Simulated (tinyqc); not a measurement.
Configuration-coordinate model of a defect: Huang-Rhys factor and luminescence line shape: one step, computed by the program tinyqc. Command: `OMP_NUM_THREADS=1 python tinyqc.py 3001152 3001153 out.jsonl ccline walk`. One thread of a shared host (Intel(R) Xeon(R) Processor @ 2.30GHz), about 0.01 s of CPU time with the checks.

Ground state E_g(Q) = (1/2) omega_g^2 Q^2; excited state E_e(Q) = E_0 + (1/2) omega_e^2 (Q - dQ)^2 with omega_e = omega_g and E_0 = E_ZPL. Q is mass-weighted; the dipole does not depend on Q (Condon approximation).

Question. Huang-Rhys factors and vertical energies. S = hbar omega dQ^2/(2 hbar^2/u) for each state; relaxation energy S hbar omega; absorption at E_0 + S_e hbar omega_e, emission at E_0 - S_g hbar omega_g; the Stokes shift is their difference.

Inputs (values chosen for the exercise, for a model defect in a wide-gap host): zero-phonon energy E_ZPL = 2.44 eV; displacement dQ = 0.365 u^(1/2) angstrom; ground-state phonon hbar omega_g = 108 meV.

Modes: equal frequencies in both states.

Constants: hbar^2/u = 4.18015928e-03 eV angstrom^2.

Give: S_g; S_e; relaxation energy, ground state; relaxation energy, excited state; vertical absorption energy; vertical emission energy; Stokes shift.

Answer.

S_g = 1.7210

S_e = 1.7210

relaxation energy, ground state = 0.18587 eV

relaxation energy, excited state = 0.18587 eV

vertical absorption energy = 2.6259 eV

vertical emission energy = 2.2541 eV

Stokes shift = 0.37174 eV

The coupling is intermediate: phonon replicas can be resolved beside the zero-phonon line.
